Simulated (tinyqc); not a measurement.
# MOS structure on a p-type body with a surface-enhanced doping, non-linear Poisson equation by Newton steps: two studies

One dimension, insulator interface at x = 0, acceptor density Na + N0 exp(-x/Ls), net doping C = -(acceptor density). psi is counted from the intrinsic level: n = ni exp((psi - Vb)/Vt), p = ni exp(-psi/Vt); deep in the body psi_b = -Vt ln(Na/ni). The gate acts through Cox = eps0 eox/tox and has the potential psi_G = Vg - (phiM - chi - Vt ln(Nc/ni)). Boltzmann statistics, full ionisation, classical densities, no oxide or interface charge.

Inputs (values chosen for the exercise); band and dielectric values close to those of silicon: temperature T = 300 K; band gap Eg = 1.11 eV; relative permittivity eps_r = 11.8; conduction-band density of states at T Nc = 2.77e19 cm^-3; valence-band density of states at T Nv = 2.64e19 cm^-3; electron affinity chi = 3.99 eV; acceptor density deep in the body Na = 1.7e18 cm^-3; relative permittivity of the gate insulator (close to silicon dioxide) eox = 3.9; insulator thickness tox = 11 nm; gate work function phiM = 4.19 eV; electron quasi-Fermi potential against the body Vb = 0 V; extra acceptor density at the surface N0 = 1.1e19 cm^-3; decay length Ls = 7.5 nm.

Constants: q = 1.602176634e-19 C, kB = 1.380649e-23 J/K, Vt = kB T/q, eps0 = 8.8541878128e-14 F/cm where lengths are in cm. Results are converted to the units shown.

Each table varies one quantity; the others keep the values above.

## Charge and capacitance against gate voltage

ni = sqrt(Nc Nv) exp(-Eg/(2 Vt)), Eg in volts. The Poisson equation d/dx(eps0 eps_r dpsi/dx) = -q (p - n + C), with eps0 eps_r dpsi/dx = -Cox (psi_G - psi_0) at x = 0, is solved on a mesh of about 600 nodes or more. N_inv is the integral of n less its value deep in the body. C_LF = Cox (1 - dpsi_0/dVg) with all carriers following; C_HF is the same with the electron quasi-Fermi level shifting uniformly so that N_inv stays fixed. The centroid is that of the same excess.

Charge and capacitance against gate voltage:
```
Vg (V)  psi_0 - psi_b (V)  N_inv (cm^-2)  C_LF/Cox  C_HF/Cox  centroid (nm)
5                   0.877         9.22e8     0.685     0.683          0.182
5.13                0.918         4.44e9     0.684     0.676          0.178
5.27                0.961        2.29e10     0.710     0.668          0.175
5.4                 0.994        8.22e10     0.780     0.662          0.172
5.53                 1.02        2.02e11     0.853     0.658          0.170
5.67                 1.03        3.82e11     0.902     0.655          0.168
5.8                  1.05        5.76e11     0.927     0.654          0.167
5.93                 1.05        7.86e11     0.943     0.652          0.165
6.07                 1.06        1.02e12     0.954     0.651          0.164
```

N_inv goes from 9.22e8 to 1.02e12 cm^-2 and passes 2e11 cm^-2 at Vg = 5.53 V. Below threshold it takes 190 mV a decade between Vg = 5 and 5.13 V, against Vt ln 10 = 59.5 mV. C_LF/Cox is lowest, 0.684, at Vg = 5.13 V among the rows listed and ends at 0.954, while C_HF/Cox ends at 0.651. Between the last two rows q dN_inv/dVg is 0.861 Cox. Where the classical centroid is under about 2 nm, confinement would move the charge away from the interface and raise the threshold.

## Effect of the decay length on threshold, swing and body effect

VT is the Vg at which N_inv = 2e11 cm^-2. m = 1/(dpsi_0/dVg) at N_inv = 1e8 cm^-2; the swing is the Vg between N_inv = 1e8 and 1e9 cm^-2; body coefficient [VT(Vb + 0.05 V) - VT(Vb)]/0.05 V - 1.

Results:
```
Ls (nm)  VT (V)  psi_0 - psi_b at VT (V)  m - 1  swing (mV/decade)  body coefficient
1.9        3.64                     1.01   1.42                144              1.26
2.8        4.06                     1.01   1.49                148              1.31
5.9        5.17                     1.02   2.00                177              1.67
8.7        5.73                     1.02   2.44                204              2.08
13         6.15                     1.02   2.81                226              2.45
19         6.43                     1.02   3.05                241              2.69
```

Estimate the missing row, Ls = 4 nm.

Computed row:
```
Ls (nm)  VT (V)  psi_0 - psi_b at VT (V)  m - 1  swing (mV/decade)  body coefficient
4          4.56                     1.01   1.65                157              1.41
```

With this row back in the table: As Ls goes from 1.9 to 19, VT rises from 3.64 to 6.43 V, the swing rises from 144 to 241 mV/decade and the body coefficient rises from 1.26 to 2.69. The swing stays within 0.50 % of m Vt ln 10, and the body coefficient within 0.36 of m - 1.

Numbers from tinyqc (`OMP_NUM_THREADS=1 python tinyqc.py 2080041 2080042 out.jsonl`; about 0.5 s on one thread of a shared Intel Xeon 2.30GHz).
